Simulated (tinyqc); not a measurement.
Choice of the trial bonds: Wannier functions of a composite (isolated) pair of valence bands (bonds of an sp chain).

Each atom has a hybrid pointing left (<) and right (>). H(k): diagonal +V3 on A, -V3 on B; <A<|A>> = -V1a, <B<|B>> = -V1b, <A>|B<> = -V2, <B>|A<> = -V2p exp(ik); k in 1/a, Bloch sums with exp(ikR). The two lowest bands are filled. Trial functions in cell 0: g1 = cos(c) A> + sin(c) B<, and g2 = sin(c) B> + cos(c) A< of cell 1, whose Bloch vector has cos(c) exp(-ik) on A<. Projection A_mn = <psi_m|g_n>, S = A^+ A, Loewdin U = A S^(-1/2), Bloch-like states w_n = sum_m psi_m U_mn, H_W(k) = U^+ diag(E) U. P = sum_m |psi_m><psi_m| is free of phase choices, and S = g^+ P g, w = P g S^(-1/2).

Parameters, chosen for this exercise:
- V2 = 3.71 eV (coupling in the bond A-B inside the cell)
- V2p = 4.35 eV (coupling in the bond to the next cell)
- V1a = 0.77 eV (coupling of the two hybrids on A)
- V1b = 1.42 eV (the same on B)
- V3 = 0 eV (A at +V3, B at -V3)
- xb = 0.44 a (position of B (A at 0))

N = 12; centres and spreads in real space with point-like hybrids at R and R + xb; smallest eigenvalue of S over the mesh.

Trial angle:

| c (deg) | smallest S | centre 1 (a) | centre 2 (a) | sum of centres | total spread (a^2) | H_12(R = 0), mean over k (eV) |
|---|---|---|---|---|---|---|
| 15 | 0.628 | 0.2227 | 0.7173 | 0.9400 | 0.1322 | -0.7103 |
| 30 | 0.852 | 0.2227 | 0.7173 | 0.9400 | 0.1321 | -0.7084 |
| 45 | 0.981 | 0.2227 | 0.7173 | 0.9400 | 0.1321 | -0.7067 |
| 55 | 0.909 | 0.2227 | 0.7173 | 0.9400 | 0.1321 | -0.7056 |
| 65 | 0.785 | 0.2227 | 0.7173 | 0.9400 | 0.1321 | -0.7044 |
| 75 | 0.628 | 0.2227 | 0.7173 | 0.9400 | 0.1322 | -0.7030 |
| 85 | 0.455 | 0.2227 | 0.7173 | 0.9400 | 0.1323 | -0.7012 |

The sum of the centres stays at 0.9400 a within 0.0000: it gives the electronic polarisation, modulo a, and is fixed by the filled space. Single centres move by less than 0.0001 a here and H_12(0), a matter of gauge, moves by 9 meV. The total spread runs only from 0.1321 to 0.1323 a^2, so the orthogonalisation repairs even poor trials; the projection is best at c = 45 degrees among these rows, and the two bonds, isolated, have c = 45 and 45.

Run: tinyqc, `OMP_NUM_THREADS=1 python tinyqc.py 1480359 1480360 out.jsonl`; Intel(R) Xeon(R) Processor @ 2.30GHz, one thread, shared host; about 0.3 s of CPU time with all checks.
